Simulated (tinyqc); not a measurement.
# Worked calculation: free and trapped electrons in a MOS channel with a dense trap tail

tinyqc, about 0.02 s, one thread, Intel Xeon 2.30GHz (shared host): `OMP_NUM_THREADS=1 python tinyqc.py 2222093 2222094 out.jsonl` Printed values are rounded.

p-type body, charge-sheet picture, full ionisation (an idealisation for deep acceptors), Boltzmann statistics for free electrons. e = Ec - EF at the surface. Acceptor-like traps of density D(E) = D0 + De exp(-E/Ew) at depth E below Ec, from 0 to Eu, hold n_t = integral of D(E)/(1 + exp((e - E)/Vt)). psi = Eg - Vt ln(Nv/Na) - e; N_dep = sqrt(2 eps0 eps_r Na (psi - Vt)/q); n_f = sqrt(N_dep^2 + 2 eps0 eps_r Vt Nc exp(-e/Vt)/q) - N_dep; Vg = Vfb + psi + q (N_dep + n_t + n_f)/Cox, Cox = eps0 eox/tox.

Parameters, values chosen for the exercise; band and dielectric values close to those of 4H silicon carbide: temperature T = 475 K; band gap Eg = 3.22 eV; relative permittivity eps_r = 9.58; conduction-band density of states at T Nc = 3.37e19 cm^-3; valence-band density of states at T Nv = 4.92e19 cm^-3; relative permittivity of the insulator eox = 3.9; insulator thickness tox = 70 nm; acceptor density Na = 1.3e17 cm^-3; flat-band voltage without trapped charge Vfb = -2.42 V; constant background density of acceptor-like traps D0 = 8.7e10 cm^-2 eV^-1; density of the tail at the conduction edge De = 4.7e12 cm^-2 eV^-1; decay energy of the tail Ew = 0.05 eV; depth below Ec down to which the traps reach Eu = 0.7 eV; mobility of free electrons mf = 170 cm^2/(V s); Ec - EF at the surface e = 0.094 eV.

Constants: q = 1.602176634e-19 C, kB = 1.380649e-23 J/K, Vt = kB T/q, eps0 = 8.8541878128e-14 F/cm where lengths are in cm. Results are converted to the units shown.

## Trapped charge

Trapezoid rule on 16 equal steps from 0 to Eu, f = 1/(1 + exp((e - E)/Vt)).

```
point,E (eV),D(E) f (cm^-2 eV^-1)
0,0,4.376059e11
1,0.04375,4.636713e11
2,0.0875,4.160659e11
3,0.1312500,3.047873e11
4,0.175,2.011270e11
5,0.2187500,1.395406e11
6,0.2625,1.098723e11
7,0.3062500,9.673968e10
8,0.35,9.111070e10
9,0.3937500,8.872803e10
10,0.4375,8.772488e10
11,0.4812500,8.730367e10
12,0.525,8.712709e10
13,0.5687500,8.705315e10
14,0.6125,8.702222e10
15,0.6562500,8.700928e10
16,0.7,8.700388e10
```

n_t = 1.180020e11 cm^-2

With 1600 steps n_t = 1.182e11 cm^-2; the coarse value is 0.15 % below it.

## Charges and gate voltage

psi, N_dep, n_f and Vg as defined, with the n_t given; free share n_f/(n_f + n_t); apparent mobility mf n_f/(n_f + n_t); gate voltage spent on traps q n_t/Cox.

psi = 2.883021 V
N_dep = 1.977914e12 cm^-2
n_f = 3.419340e11 cm^-2
Vg = 8.380776 V
free share = 74.34383 %
apparent mobility = 126.3845 cm^2/(V s)
gate voltage spent on traps = 0.3832520 V
